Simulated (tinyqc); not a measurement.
Disorder broadening of a one-dimensional band in the self-consistent Born approximation: one step of the calculation.

The local Green function is G = g0(z - Sigma) with z = E + i eta and g0(z) = 1/(sqrt(z - 2t) sqrt(z + 2t)), principal roots; the self-energy is Sigma = D G. The density of states is -Im G/pi.

Question. Born step. G = g0(z - Sigma), Sigma(out) = D G, Sigma(new) = Sigma + mix (Sigma(out) - Sigma).

Values chosen for this exercise:
```
symbol  value  unit                             meaning
t         0.6    eV                             hopping
D        0.14  eV^2  variance of the random site energy
eta     0.018    eV                     bare broadening
E       1.456    eV         energy from the band centre
mix         1                                    mixing
```

Sigma after iteration 1 = 0.16944621-0.00652470i eV

Wanted: G; Sigma(out); Sigma after iteration 2.

Answer.

G = 2.093-0.301i 1/eV
Sigma(out) = 0.2930-0.0422i eV
Sigma after iteration 2 = 0.2930-0.0422i eV

Range of the model: The self-consistent Born approximation misses band tails from rare fluctuations and localisation.

Numbers from tinyqc (`OMP_NUM_THREADS=1 python tinyqc.py 2720133 2720134 out.jsonl`; about 0.02 s on one thread of a shared Intel Xeon 2.30GHz).
